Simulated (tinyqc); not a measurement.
Off-state leakage of single and stacked transistors: one step of the calculation.

n-channel devices of unit width. Subthreshold current I(Vg, Vs, Vd) = I0 (T/300 K)^0.5 exp[(Vg - Vs - VT(T) - gb (Vs - Vb) + dd (Vd - Vs))/(nf Vt)] (1 - exp(-(Vd - Vs)/Vt)), VT(T) = VT - cT (T - 300 K). Gate-edge tunnelling Ig (Vd/1 V) exp(ag (Vd - 1 V)), for a gate at 0 V, and band-to-band leakage Ab u exp(-Bb/u), u = Vd - Vb + 1 V, flow at a drain held at V; both are taken as independent of T. In a stack of off transistors (all gates at 0 V) the same subthreshold current passes through each.

Problem. New Vx. Stack of two, Vx the node between them: I_low = I(0, 0, Vx), I_up = I(0, Vx, V), f = ln(I_up/I_low), f' = -(1 + gb + 2 dd)/(nf Vt) - 1/(Vt (exp(Vx/Vt) - 1)) - 1/(Vt (exp((V - Vx)/Vt) - 1)), Vx(new) = Vx - f/f'.

Inputs (values chosen for the exercise); values of the order met in bulk silicon logic transistors:
- T = 300 K (temperature)
- V = 1.1 V (supply voltage)
- VT = 0.45 V (threshold at 300 K, zero drain and body bias)
- cT = 0.6 mV/K (fall of the threshold with temperature)
- I0 = 0.25 uA/um (current at threshold at 300 K)
- nf = 1.48 (slope factor)
- dd = 0.05 (drain-induced lowering per volt)
- gb = 0.16 (rise of the threshold per volt of source-body bias)
- Vb = 0 V (body voltage)

Constants: q = 1.602176634e-19 C, kB = 1.380649e-23 J/K, Vt = kB T/q. Results are converted to the units shown.

Vx at the start = 0.044 V

Find: I_low; I_up; f; f'; Vx after iteration 1.

Solution.

I_low = 0.001689 nA/um
I_up = 0.002042 nA/um
f = 0.1898
f' = -41.56 1/V
Vx after iteration 1 = 0.04857 V

Program tinyqc, `OMP_NUM_THREADS=1 python tinyqc.py 2242086 2242087 out.jsonl`; Intel Xeon 2.30GHz, shared host, one thread, about 0.03 s.
